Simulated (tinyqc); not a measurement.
Read current of a NAND string, cells in series solved by shooting: one step of the calculation.

Cells in series, numbered from 0 at the source line (0 V) to the bit line, each followed by a gap resistance Rg. A cell with gate Vg, threshold VT, source Vs and drain Vd passes I = 2 nf K Vt^2 [F(Vs) - F(Vd)]/(1 + th max(Vg - VT, 0)), F(V) = ln^2(1 + exp((Vg - VT - nf V)/(2 nf Vt))). The selected cell has Vg = Vr, the others Vg = Vp.

Task. Node voltages for a trial current. For a trial current I start at 0 V and, cell by cell (the selected one is cell 3), solve for the drain: sqrt(F(Vd)) = sqrt(F(Vs) - I/k), k = 2 nf K Vt^2/(1 + th max(Vg - VT, 0)), Vd = [Vg - VT - 2 nf Vt ln(exp(sqrt F) - 1)]/nf, then add I Rg.

Parameters, values chosen for the exercise; values of the order met in vertical NAND strings: temperature T = 300 K; gain factor of a cell K = 7.5 uA/V^2; slope factor nf = 1.7; mobility reduction factor th = 0.03 1/V; resistance of the gap between cells Rg = 1.5 kohm; bit-line voltage Vbl = 0.5 V; pass voltage Vp = 7.2 V; read voltage on the selected word line Vr = 3.97 V.

Constants: q = 1.602176634e-19 C, kB = 1.380649e-23 J/K, Vt = kB T/q. Results are converted to the units shown.

first trial current = 0.81 uA
thresholds from the source end, cell 0 to 5 (V): [-2.3, 4.5, -2.3, 2.1, 4.5, 4.5]

Find: node voltage after each cell and gap, trial 1.

Result.

node voltage after each cell and gap, trial 1, cell 0 to 5 (V): [0.01584, 0.06136, 0.07736, 0.1464, 0.1961, 0.2476]

Computed by the program tinyqc: `OMP_NUM_THREADS=1 python tinyqc.py 2142096 2142097 out.jsonl`, one thread of a shared Intel Xeon 2.30GHz, about 0.6 s for the whole run.
